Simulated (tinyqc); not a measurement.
p-i-n power rectifier, conductivity modulation at high injection: one step of the calculation.

A drift layer from x = -d to d (2 d = W) between ideal p+ and n+ emitters (no recombination in them). High injection, n = p, ambipolar diffusion with one lifetime; both mobilities scale as (T/300 K)^(-bt).

Problem. Drift layer. Triangular field at breakdown with Ec = Kc N^(1/8): BV = eps0 eps_r Ec^2/(2 q N), so N = (eps0 eps_r Kc^2/(2 q BV))^(4/3); W = 2 BV/Ec; mu = mud (T/300 K)^(-bt); rho = 1/(q mu N); ideal resistance rho W.

Parameters, values chosen for the exercise; bulk values close to those of 4H silicon carbide:
- T = 350 K (temperature)
- eps_r = 9.9 (relative permittivity)
- Kc = 22300 V/cm per (cm^-3)^(1/8) (critical-field constant)
- BV = 13000 V (rated breakdown voltage of the drift layer)
- mud = 791 cm^2/(V s) (drift mobility at 300 K)
- bt = 2.4 (temperature exponent of the drift mobility)

Constants: q = 1.602176634e-19 C, eps0 = 8.8541878128e-14 F/cm where lengths are in cm. Results are converted to the units shown.

Give: N; Ec; W; mu; rho; ideal resistance.

Solution.

N = 4.9311e14 cm^-3
Ec = 1.5308 MV/cm
W = 169.84 um
mu = 546.39 cm^2/(V s)
rho = 23.165 ohm cm
ideal resistance = 393.45 mohm cm^2

Computed by the program tinyqc: `OMP_NUM_THREADS=1 python tinyqc.py 2230028 2230029 out.jsonl`, one thread of a shared Intel Xeon 2.30GHz, about 0.01 s for the whole run.
